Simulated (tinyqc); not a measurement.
Charge pumping in an n-channel transistor: effect of temperature.

The gate is pulsed from accumulation to inversion and back. Energies E are counted from the intrinsic level; Dit(E) = D0 [1 + b (2 E/Eg)^2]. During each edge the traps near the bands emit their carriers, and those between Eh and Ee recombine once a cycle.

Nc and Nv are given at 200 K and scale as T^1.5, vth as T^0.5; Eg and the cross-sections are held. ni = sqrt(Nc Nv) exp(-Eg/(2 Vt)), Eg in volts; emission times te = (dV/Va) tf and th = (dV/Va) tr; Ee = -Vt ln(vth sn ni te), Eh = +Vt ln(vth sp ni th). Nit = integral of Dit from Eh to Ee = D0 [Ee - Eh + 4 b (Ee^3 - Eh^3)/(3 Eg^2)], Qcp = q A Nit, Icp = f Qcp.

Values chosen for this exercise; band and dielectric values those of a made-up semiconductor: band gap Eg = 0.994 eV; conduction-band density of states at 200 K Nc = 1.18e19 cm^-3; valence-band density of states at 200 K Nv = 1.12e19 cm^-3; gate area A = 1.5 um^2; trap density at midgap D0 = 1.2e11 cm^-2 eV^-1; rise of the trap density towards the band edges b = 1.1; cross-section for electrons sn = 2.6e-16 cm^2; cross-section for holes sp = 1.4e-15 cm^2; thermal velocity at 200 K, one nominal value for electrons and holes vth = 1.1e7 cm/s; Vth - Vfb dV = 1.01 V; pulse height Va = 2.6 V; frequency f = 6.1e5 Hz; rise time tr = 33 ns; fall time tf = 43 ns.

Constants: q = 1.602176634e-19 C, kB = 1.380649e-23 J/K, Vt = kB T/q. Results are converted to the units shown.

Effect of temperature:
```
T (K)  Ee (eV)  Eh (eV)  Nit (cm^-2)  Icp (pA)
180     0.4024  -0.3804     1.154e11     169.1
220     0.3738  -0.3469     1.032e11     151.3
260     0.3439  -0.3121     9.138e10     134.0
300     0.3129  -0.2763     7.992e10     117.2
340     0.2811  -0.2395     6.887e10     101.0
380     0.2484  -0.2019     5.823e10     85.37
420     0.2150  -0.1636     4.798e10     70.34
```

What does the comparison show, and why?

The window Ee - Eh shrinks from 0.783 to 0.379 eV, since emission is faster when hot, and Icp falls from 169 to 70.3 pA.

Range of the model: The Fermi levels of inversion and accumulation are taken to lie beyond Ee and Eh, the flat tops to fill all traps, and no geometric current is added.

Numbers from tinyqc (`OMP_NUM_THREADS=1 python tinyqc.py 2030030 2030031 out.jsonl`; about 0.01 s on one thread of a shared Intel Xeon 2.30GHz).
